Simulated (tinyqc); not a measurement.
Active against total: solid solubility of a dopant against its melt (retrograde solidus), clustering and the electrically active fraction. Computed by tinyqc, a small Python program. Command: `OMP_NUM_THREADS=1 python tinyqc.py 3014927 3014928 out.jsonl retro walk`. One thread of a shared host (Intel(R) Xeon(R) Processor @ 2.30GHz), about 0.01 s of CPU time with the checks.

Inputs (values chosen for the exercise, for a model dopant): atoms per cluster m = 3; cluster scale N* at 1273 K = 2.3e+20 1/cm^3; activation energy E_b of the cluster scale = 0.37 eV; anneal temperature T_a = 1225 K; prefactor of n_i = 3.85e+16 1/(cm^3 K^1.5); energy E_i in n_i = 0.607 eV.

Clustering: clusters that take up free electrons.

Constants: k_B = 8.617333262e-05 eV/K.

Method. A highly soluble donor (another dopant than that of the solidus) is limited by clustering. Donors N_a are active, and clusters hold m atoms each: N_t = N_a + m C, m C = N* (N_a/N*)^m (n/N*)^m, each atom taking one electron, n = N_a/2 + sqrt(N_a^2/4 + n_i^2), n_i = prefactor x T^1.5 exp(-E_i/(k_B T)), with N*(T) = N*(1273 K) exp[-(E_b/k_B)(1/T - 1/1273)].

Active density (1/cm^3):
```
N_t (1/cm^3)  N_a at T_a  fraction  N_a at T_a + 150 K  N_a at T_a - 150 K
1.00e+19      1.0000e+19   1.00000          1.0000e+19          1.0000e+19
3.00e+19      2.9998e+19   0.99992          3.0000e+19          2.9975e+19
1.00e+20      9.7408e+19   0.97408          9.9549e+19          8.5969e+19
2.00e+20      1.5618e+20   0.78092          1.8306e+20          1.1588e+20
5.00e+20      2.1362e+20   0.42723          2.8081e+20          1.4717e+20
1.00e+21      2.5077e+20   0.25077          3.3773e+20          1.6974e+20
2.00e+21      2.8782e+20   0.14391          3.9162e+20          1.9323e+20
5.00e+21      3.4011e+20   0.06802          4.6553e+20          2.2719e+20
```

The exponent d ln N_a/d ln N_t falls from 1.00 to 0.18, towards 1/(2m) = 0.167. At the highest dose a 150 K hotter anneal gives 1.37 times the active density, and a later step 150 K cooler would cut it to 0.67 if it ran to equilibrium: short hot anneals come last.

Extremes, crossings and ranges named in words are read from the listed rows.
